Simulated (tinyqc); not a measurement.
# Microkinetic model of a Langmuir-Hinshelwood surface reaction A + (1/2) B2 = AB with Bronsted-Evans-Polanyi barriers, step by step

A worked calculation. Computed by tinyqc, a small Python program that keeps every step. Command: `OMP_NUM_THREADS=1 python tinyqc.py 3006737 3006738 out.jsonl microkin walk`. One thread of a shared host (Intel(R) Xeon(R) Processor @ 2.30GHz), about 0.01 s of CPU time with the checks. Intermediate numbers are printed to about 5 digits and carried at full precision; extremes and crossings named in words are read from the listed rows.

A adsorbs in equilibrium; B2 dissociates irreversibly on two free sites; adsorbed A and B react irreversibly and AB leaves at once. theta_A + theta_B + theta_* = 1.

Inputs (values chosen for the exercise, for a model catalyst):
```
quantity                               value   unit
adsorption energy of A, E_A           -0.757     eV
adsorption energy per B atom, E_B      -1.37     eV
entropy loss of A, S_A                   1.2  meV/K
entropy loss of B2, S_B                  1.4  meV/K
slope a1 of the dissociation barrier    0.77      -
intercept b1                               1     eV
slope a2 of the reaction barrier        0.42      -
intercept b2                            0.39     eV
pressure p_A                            0.91    bar
pressure p_B                           0.032    bar
temperature T                            675      K
mixing                                   0.3      -
```

Solver: damped fixed point.

Constants: k_B = 8.617333262e-05 eV/K; hbar = 6.582119569e-16 eV s.

## Constants

K_A = exp(-(E_A + T S_A)/(k_B T)) per bar; barriers E1 = max(b1 + a1 2 E_B, 0), E2 = b2 - a2 (E_A + E_B); k1 = (k_B T/h) exp(-S_B/k_B) exp(-E1/(k_B T)) per bar, k2 = (k_B T/h) exp(-E2/(k_B T)), h = 2 pi hbar.

barrier E1 = 0 eV

barrier E2 = 1.28334 eV

K_A = 0.40205 1/bar

k1 = 1.2372e+06 1/(bar s)

k2 = 3683.7 1/s

Caution: the linear relation gives a negative E1, which is set to zero: dissociation is not activated.

## Steady state in closed form

theta_A = K_A p_A theta_*; 2 k1 p_B theta_*^2 = k2 theta_A theta_B, so theta_B = w theta_* with w = 2 k1 p_B/(k2 K_A p_A); theta_* = 1/(1 + K_A p_A + w); rate r = k2 theta_A theta_B.

w = 58.751

theta_* = 0.016634

theta_A = 0.0060860

theta_B = 0.97728

rate r = 21.909 1/s per site

The surface is covered by B, and the reaction step limits.

## Iterative solution

Unknown y = theta_B, theta_* = (1 - y)/(1 + K_A p_A). Fixed point y(out) = w theta_*(y), y(new) = y + mixing (y(out) - y), kept within 0 and 1; start y = 0. Stop when the change is below 1e-10, after 80 steps at most.

Course of the iteration:
```
step  y in  y new  change
1      0.0    1.0     1.0
2      1.0    0.7     0.3
3      0.7    1.0     0.3
4      1.0    0.7     0.3
5      0.7    1.0     0.3
6      1.0    0.7     0.3
7      0.7    1.0     0.3
8      1.0    0.7     0.3
9      0.7    1.0     0.3
...    ...    ...     ...
72     1.0    0.7     0.3
73     0.7    1.0     0.3
74     1.0    0.7     0.3
75     0.7    1.0     0.3
76     1.0    0.7     0.3
77     0.7    1.0     0.3
78     1.0    0.7     0.3
79     0.7    1.0     0.3
80     1.0    0.7     0.3
```

theta_B at the end = 0.7

last change = 0.3

Tail of the series: the residual has stopped falling and repeats with period one or two: the iteration swings between two states

Not converged within 80 steps: the residual has stopped falling and repeats with period one or two: the iteration swings between two states. The map has slope 1 - mixing (1 + w/(1 + K_A p_A)) = -12.2, and convergence needs its size below 1.

Reruns converge with solver = Newton. Reruns still fail with mixing = 0.5; and with mixing = 0.1.
